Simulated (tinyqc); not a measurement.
From a target to a composition: model-solid line-up of a strained alloy layer on a substrate.

Problem. A layer of the alloy is strained to the substrate, and its gap (Ec minus the top valence edge) is given. Find x between 0.10 and 0.97, where the gap is monotonic.

All values of the alloy are linear in x but the gap, Eg(x) = (1 - x) Eg_A + x Eg_B - C x (1 - x), and the valence edge, Ev(x) = (1 - x) Ev_A + x Ev_B + fv C x (1 - x); Ec = Ev + Eg. Ev is the top of the unstrained valence band on a scale common to all materials. In the layer only the Gamma valley of the conduction band is followed, also where an X or L valley would lie lower.

Coherent growth on a (001) face: e_par = (a_s - a)/a, e_perp = -2 (C12/C11) e_par; exx = eyy = e_par, ezz = e_perp, no shear.

Strained edges: Ec + ac tr(e); the valence edges are Ev plus the levels of the 6 x 6 matrix of X, Y, Z times spin with -Dso/3 + l exx + m (eyy + ezz) on the diagonal (cyclic), n exy off it, l = av + 2 b, m = av - b, n = sqrt(3) d. Spin-orbit term (Dso/3) L.sigma on X, Y, Z with (L_k)_ij = -i epsilon_kij: <X+|H|Y+> = -i Dso/3, <X+|H|Z-> = Dso/3, <Y+|H|Z-> = -i Dso/3, <Z+|H|X-> = -Dso/3, <Z+|H|Y-> = i Dso/3, <X-|H|Y-> = i Dso/3, and their conjugates; + and - are the spin along z.

Parameters, chosen for this exercise (A near GaAs, B near InAs, substrate near InP; shifted at random, so the results belong to these values and not to a real crystal): a = (5.655, 6.055) angstrom (lattice constant of A, B); Eg = (1.526, 0.418) eV (gap at Gamma to the s-like level of A, B); Dso = (0.34, 0.387) eV (spin-orbit splitting of A, B); Ev = (-0.8, -0.59) eV (top of the unstrained valence band of A, B); ac = (-7.17, -5.15) eV (conduction deformation potential of A, B); av = (1.15, 1) eV (valence hydrostatic potential of A, B); b = (-2.03, -1.8) eV (tetragonal shear potential of A, B); d = (-4.75, -3.58) eV (trigonal shear potential of A, B); C11 = (121.1, 82.5) GPa (of A, B); C12 = (55.8, 44.9) GPa (of A, B); C44 = (60.4, 39.7) GPa (of A, B); C = 0.459 eV (bowing of the gap); fv = 0 (share of the bowing taken by the valence edge); a_s = 5.865 angstrom (substrate); face = 001 (growth face).

strained gap = 0.767229 eV

Find: x; e_par; gap of the relaxed alloy.

Solution. Bisect on x; the strained gap is 0.9477 eV at x = 0.10 and 0.4953 eV at x = 0.97.

x = 0.600
e_par = -0.509 %
gap of the relaxed alloy = 0.751 eV

(tinyqc, `OMP_NUM_THREADS=1 python tinyqc.py 1081431 1081432 out.jsonl`, Intel(R) Xeon(R) Processor @ 2.30GHz, 1 thread, shared host, about 0.03 s.)
